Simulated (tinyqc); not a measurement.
Inside a calculation. Method: CCSD on RHF in the 6-311g basis, for H2, spin multiplicity 1. One step of it, computed by the program tinyqc.

Problem. CCSD: starting amplitudes. t_ij^ab = <ij||ab> / (e_i + e_j - e_a - e_b), whose energy is MP2.

orbital energies (hartree): MO1 -0.510157, MO2 0.107146, MO3 0.335116, MO4 0.527950, MO5 2.518059, MO6 2.663148

Two-electron integrals over orbitals (pq|rs), unique and non-zero (hartree):
```
(11|11) 0.548858    (21|21) 0.082408    (22|11) 0.376679    (22|22) 0.324822
(31|11) -0.115592   (31|22) -0.044631   (31|31) 0.053375    (32|21) 0.007737
(32|32) 0.027262    (33|11) 0.352262    (33|22) 0.284390    (33|31) -0.040090
(33|33) 0.280734    (41|21) -0.076715   (41|32) 0.014833    (41|41) 0.090919
(42|11) -0.139239   (42|22) -0.066173   (42|31) 0.051015    (42|33) -0.053720
(42|42) 0.068466    (43|21) 0.057875    (43|32) 0.010799    (43|41) -0.051436
(43|43) 0.047710    (44|11) 0.438440    (44|22) 0.337224    (44|31) -0.078294
(44|33) 0.302721    (44|42) -0.099139   (44|44) 0.379732    (51|21) -0.028301
(51|32) 0.021251    (51|41) 0.050021    (51|43) -0.027330   (51|51) 0.068718
(52|11) -0.030270   (52|22) 0.002289    (52|31) 0.025578    (52|33) -0.007484
(52|42) 0.016215    (52|44) -0.022783   (52|52) 0.032692    (53|21) 0.035565
(53|32) -0.011197   (53|41) -0.046283   (53|43) 0.024900    (53|51) -0.039673
(53|53) 0.031040    (54|11) 0.118951    (54|22) 0.045468    (54|31) -0.055297
(54|33) 0.046252    (54|42) -0.055265   (54|44) 0.085711    (54|52) -0.042715
(54|54) 0.080360    (55|11) 0.573232    (55|22) 0.393505    (55|31) -0.135389
(55|33) 0.357563    (55|42) -0.160380   (55|44) 0.473012    (55|52) -0.066617
(55|54) 0.177057    (55|55) 0.695417    (61|11) -0.052978   (61|22) -0.021182
(61|31) 0.034715    (61|33) -0.016992   (61|42) 0.033084    (61|44) -0.050718
(61|52) 0.039521    (61|54) -0.063107   (61|55) -0.122132   (61|61) 0.066879
(62|21) -0.017898   (62|32) 0.010088    (62|41) 0.028852    (62|43) -0.018413
(62|51) 0.040087    (62|53) -0.021948   (62|62) 0.025607    (63|11) 0.081391
(63|22) 0.040926    (63|31) -0.033171   (63|33) 0.031195    (63|42) -0.038351
(63|44) 0.062792    (63|52) -0.020928   (63|54) 0.046984    (63|55) 0.119413
(63|61) -0.037679   (63|63) 0.031788    (64|21) 0.037876    (64|32) -0.021066
(64|41) -0.057257   (64|43) 0.028768    (64|51) -0.061828   (64|53) 0.040658
(64|62) -0.037332   (64|64) 0.063241    (65|21) 0.125261    (65|32) -0.017307
(65|41) -0.144145   (65|43) 0.093148    (65|51) -0.115340   (65|53) 0.090569
(65|62) -0.069529   (65|64) 0.121721    (65|65) 0.298108    (66|11) 0.583102
(66|22) 0.389709    (66|31) -0.137466   (66|33) 0.361995    (66|42) -0.163917
(66|44) 0.474613    (66|52) -0.069398   (66|54) 0.179440    (66|55) 0.695683
(66|61) -0.116189   (66|63) 0.117995    (66|66) 0.707281
```

Give: Starting amplitudes; correlation energy.

Solution.

Starting amplitudes (spin orbitals 1a, 1b, ...; amplitudes related by a flip of all spins are not repeated):
```
from      to        t
1a 1b  2a 2b  -0.0667
1a 1b  2a 4b   0.0463
1a 1b  4a 4b  -0.0438
1a 1b  3a 3b  -0.0316
1a 1b  4a 5b  -0.0123
1a 1b  5a 5b  -0.0113
1a 1b  6a 6b  -0.0105
1a 1b  3a 6b  -0.0086
1a 1b  2a 5b   0.0078
```

correlation energy = -0.022032 hartree
